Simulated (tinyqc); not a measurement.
Two-step dopant diffusion (predeposition and drive-in) with a constant diffusivity: one step, computed by the program tinyqc. Command: `OMP_NUM_THREADS=1 python tinyqc.py 3023583 3023584 out.jsonl dopdiff walk`. One thread of a shared host (Intel(R) Xeon(R) Processor @ 2.30GHz), about 0.07 s of CPU time with the checks.

Fick diffusion into a half space x > 0 whose background doping C_B is of the opposite type, so that a junction lies where C = C_B.

Task: Drive-in as a Gaussian. With a sealed surface and a thin source, C = Q/sqrt(pi (Dt)2) exp(-x^2/(4 (Dt)2)); x_j = 2 sqrt((Dt)2 ln(C(0)/C_B)); gradient at the junction |dC/dx| = C_B x_j/(2 (Dt)2).

Inputs (values chosen for the exercise, modelled on boron in silicon): background doping C_B = 5.9e+15 1/cm^3; predeposition temperature T1 = 1025 C; drive-in temperature T2 = 1075 C.

dose Q = 3.263636e+13 1/cm^2

drive-in budget (Dt)2 = 1.128895e-10 cm^2

Give: surface concentration C(0) (Gaussian); junction depth x_j; gradient at the junction.

Result:

surface concentration C(0) (Gaussian) = 1.733e+18 1/cm^3

junction depth x_j = 0.5066 um

gradient at the junction = 1.324e+21 1/cm^4

Caution: the drive-in budget is under fifteen times D1 t1, so the source is not thin and the Gaussian junction is too shallow.
